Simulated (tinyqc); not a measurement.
Equilibrium and kinetic segregation of a solute to boundaries and growing surfaces: one step, computed by the program tinyqc.

Question. How fast the boundary fills. McLean kinetics from a uniform start, fed from both sides, with a constant enrichment beta = theta_inf/x0: (theta - x0)/(theta_inf - x0) = 1 - exp(s^2) erfc(s), s = 2 sqrt(D t)/(beta delta); half filling at s = 0.7691, t = (0.7691 beta delta/2)^2/D. D is an input and does not follow T.

Inputs (values chosen for the exercise, modelled on a solute in a copper line): total solute fraction x0 = 0.0011; temperature T = 900 K; grain size d = 210 nm; boundary thickness delta = 0.79 nm; bulk diffusivity D = 2.4e-19 m^2/s; anneal time t = 810 s.

coverage theta_inf = 0.1902173

Give: s; degree of filling; time to half filling; diffusion length sqrt(D t).

Answer.

s = 0.20412

degree of filling = 0.19429

time to half filling = 11499 s

diffusion length sqrt(D t) = 13.943 nm

Caution: half of theta_inf exceeds the equilibrium coverage of grains of this size, so half filling is never reached in them. Caution: by the time of half filling the diffusion length reaches across the grain, so the real time is longer or half filling is never reached.
